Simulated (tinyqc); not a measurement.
# Capacitance measurement on a leaky thin oxide: effects of series resistance and leakage, step by step

Computed by the program tinyqc: `OMP_NUM_THREADS=1 python tinyqc.py 2022160 2022161 out.jsonl`, one thread of a shared Intel Xeon 2.30GHz, about 0.01 s for the whole run. Printed values are rounded.

The device is a capacitance C in parallel with a leakage conductance G, in series with Rs and Ls. An impedance meter reports either a parallel pair (Cp, Gp) from Y = 1/Z = Gp + i w Cp or a series pair (Cs, Rm) from Z = Rm + 1/(i w Cs); w = 2 pi f, dissipation D = Gp/(w |Cp|).

Parameters, values chosen for the exercise; values of the order met in thin-oxide MOS capacitors:
- eox = 7.72 (relative permittivity of the gate insulator (close to silicon nitride))
- tox = 6.1 nm (insulator thickness)
- A = 400 um^2 (gate area)
- zc = 0.5 nm (oxide-equivalent thickness added by the accumulation layer)
- zp = 0 nm (oxide-equivalent thickness added by gate depletion)
- Jg = 2.8 A/cm^2 (gate leakage current density, not matched to the thickness)
- Vs = 0.17 V (voltage for an e-fold rise of the leakage)
- Rs = 140 ohm (series resistance)
- Ls = 0 nH (series inductance)
- f = 2e5 Hz (measuring frequency)

Constants: eps0 = 8.8541878128e-14 F/cm where lengths are in cm. Results are converted to the units shown.

## True capacitance and conductance

EOT = 3.9 tox/eox; CET = EOT + zc + zp; C = 3.9 eps0 A/CET; G = Jg A/Vs.

EOT = 3.081606 nm
CET = 3.581606 nm
C = 3.856519 pF
G = 65.88235 uS

## What the meter reports

Z = Rs + i w Ls + 1/(G + i w C).

Z = (1.523688-0.111051i) x 1e4 ohm
Cp = 3.786348 pF
Gp = 65.28344 uS
Cs = 716.5831 pF
D = 13.72058

Cp is 1.8 % below C and Cs is 186 times it; G Rs = 0.00922, w C Rs = 6.78e-4 and G/(w C) = 13.6.
